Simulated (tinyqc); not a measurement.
# Inversion-layer mobility, back-scattering and ballistic limit of a field-effect transistor, step by step

A worked calculation. Computed by tinyqc, a small Python program that keeps every step. Command: `OMP_NUM_THREADS=1 python tinyqc.py 3023305 3023306 out.jsonl mos walk`. One thread of a shared host (Intel(R) Xeon(R) Processor @ 2.30GHz), about 0.01 s of CPU time with the checks. Intermediate numbers are printed to about 5 digits and carried at full precision; extremes and crossings named in words are read from the listed rows.

The charge at the top of the source barrier is fixed by the gate; series resistance and short-channel effects are left out. F_j are Fermi integrals normalised to exp(eta) in the classical limit.

Inputs (values chosen for the exercise, modelled on a strained silicon n-channel): transport mass m = 0.18 m_0; valley degeneracy g_v = 2; weight w of the inversion charge = 0.5; permittivity eps = 11.7; phonon mobility at 1 MV/cm and 300 K, mu_ph = 640 cm^2/(V s); roughness mobility at 1 MV/cm, mu_sr = 2100 cm^2/(V s); Coulomb mobility at N_inv = 1e12/cm^2, mu_C = 730 cm^2/(V s); electrical oxide thickness t_inv = 1.2 nm; depletion charge N_dep = 2.7e+11 1/cm^2; gate overdrive V_G - V_T = 0.75 V; drain voltage V_D = 0.87 V; channel length L = 360 nm; exponent a of the critical length = 0.72; temperature T = 300 K.

Statistics at the top of the barrier: Fermi-Dirac.

Constants: eps_0 = 8.8541878128e-12 F/m; e = 1.602176634e-19 C; m_0 = 9.1093837015e-31 kg; k_B = 1.380649e-23 J/K; hbar = 1.054571817e-34 J s; k_B = 8.617333262e-05 eV/K.

## Charge and field

N_inv = 3.9 eps_0 (V_G - V_T)/(e t_inv); effective field E_eff = e (N_dep + w N_inv)/(eps eps_0).

inversion density N_inv = 1.3470e+13 1/cm^2

effective field E_eff = 1.0834 MV/cm

## Effective mobility

mu_phonon = mu_ph (E_eff/1 MV/cm)^(-0.3) (T/300 K)^(-1.75); mu_rough = mu_sr (E_eff/1 MV/cm)^(-2); mu_Coulomb = mu_C (N_inv/1e12 cm^-2) (T/300 K); Matthiessen's rule adds 1/mu.

phonon part = 624.80 cm^2/(V s)

roughness part = 1789.0 cm^2/(V s)

Coulomb part = 9833.4 cm^2/(V s)

effective mobility mu = 442.25 cm^2/(V s)

The phonon part is the lowest and holds 71 % of 1/mu.

## Ballistic limit

F_j(eta) = (1/Gamma(j + 1)) int_0^infinity x^j/(1 + exp(x - eta)) dx, F_0 = ln(1 + exp(eta)). Integrals over x = E/(k_B T) use 160 Gauss-Legendre points in u = sqrt(x) from 0 to sqrt(max(eta, 0) + 32). Ballistic channel: N_2D = g_v m k_B T/(pi hbar^2), U = e V_D/(k_B T); eta_F solves N_inv = (N_2D/2)[F_0(eta_F) + F_0(eta_F - U)]; v_T = sqrt(2 k_B T/(pi m)); I/W = e (N_2D/2) v_T [F_1/2(eta_F) - F_1/2(eta_F - U)]; injection velocity v_T F_1/2(eta_F)/F_0(eta_F).

N_2D = 3.8877e+12 1/cm^2

eta_F = 6.9288

thermal velocity v_T = 1.2681 1e7 cm/s

injection velocity = 2.5767 1e7 cm/s

ballistic current I/W = 5561.0 microampere/micrometre

Degeneracy raises the injection velocity by a factor 2.03. Caution: the Fermi level lies so high that further subbands and non-parabolicity matter.

## Back-scattering

Mean free path lambda = (2 k_B T/e)(mu/v_T) F_0(eta_0)/F_-1/2(eta_0), with eta_0 from N_inv = N_2D F_0(eta_0); critical length l = L (1 + U)^(-a), an empirical rule; back-scattering r = l/(l + lambda). Then eta solves N_inv = (N_2D/2)[(1 + r) F_0(eta) + (1 - r) F_0(eta - U)] and I/W = e (N_2D/2) v_T (1 - r)[F_1/2(eta) - F_1/2(eta - U)]. Ballistic ratio: I over the ballistic current. Apparent mobility 1/(1/mu + 1/mu_B), mu_B = mu L/lambda.

eta_0 = 3.4331

mean free path lambda = 31.178 nm

critical length l = 28.034 nm

back-scattering coefficient r = 0.47345

current I/W = 1684.5 microampere/micrometre

ballistic ratio = 0.30291

apparent low-field mobility = 407.00 cm^2/(V s)

L/lambda = 11.55, but at this drain voltage only the first 28.0 nm can return a carrier to the source, so the device works at 30 % of its ballistic limit. Caution: the current exceeds the long-channel drift law, so the empirical rule for l, meant for short channels, is too generous here. Caution: in a degenerate gas the layer that can return carriers is set by E_F rather than k_B T, so l is underestimated.

## Channel length

The last column is the long-channel law e N_inv mu V/L with V = V_D - V_D^2/(2 V_ov) below pinch-off and V_ov/2 above, V_ov = V_G - V_T.

Currents (microampere/micrometre):
```
L (nm)        r     I/W  ballistic ratio  long-channel law
5       0.01233  5395.8          0.97028             71585
10      0.02437  5239.6          0.94221             35793
20      0.04758  4952.0          0.89048             17896
40      0.09083  4459.1          0.80185              8948
80      0.16654  3712.2          0.66755              4474
160     0.28553  2770.6          0.49822              2237
400     0.49977  1561.2          0.28073               895
1000    0.71410   741.5          0.13333               358
```

The current scales as L^-0.81 at the long end and as L^-0.04 at the short end, where it reaches 97 % of the ballistic 5560. The long-channel law passes the ballistic limit between 40.0 and 80.0 nm and has no meaning below. At 1000 nm the model gives 2.07 times the long-channel law; the rule for l is a fit for short devices and fails wherever the model exceeds that law. Raising mu by 10 % at 20 nm raises I by 1.0 %.

## The mobility curve

The formulas are those given above.

Mobilities (cm^2/(V s)):
```
V_G - V_T (V)  N_inv (1/cm^2)  E_eff (MV/cm)  phonon   roughness  Coulomb   total
0.03               5.3882e+11         0.0834  1348.3  3.0174e+05      393  304.20
0.06               1.0776e+12         0.1251  1194.0  1.3420e+05      787  472.56
0.12               2.1553e+12         0.2084  1024.5  4.8342e+04     1573  612.60
0.20               3.5921e+12         0.3195   901.2  2.0567e+04     2622  649.52
0.35               6.2862e+12         0.5279   775.2  7.5364e+03     4589  609.54
0.50               8.9803e+12         0.7362   701.6  3.8746e+03     6556  544.67
0.75               1.3470e+13         1.0834   624.8  1.7890e+03     9833  442.25
1.00               1.7961e+13         1.4306   574.8  1.0260e+03    13111  358.34
1.50               2.6941e+13         2.1251   510.5  4.6501e+02    19667  240.37
```

The lowest part is Coulomb from 0.0300 to 0.0600, phonon from 0.120 to 1.00, roughness at 1.50 V. The total peaks at 650 near E_eff = 0.32 MV/cm: screening lifts it at low density and the field presses it down at high density.

Checks made by the program: long channel and small V_D against the drift formula e N mu V_D/L (relative difference 2e-04).
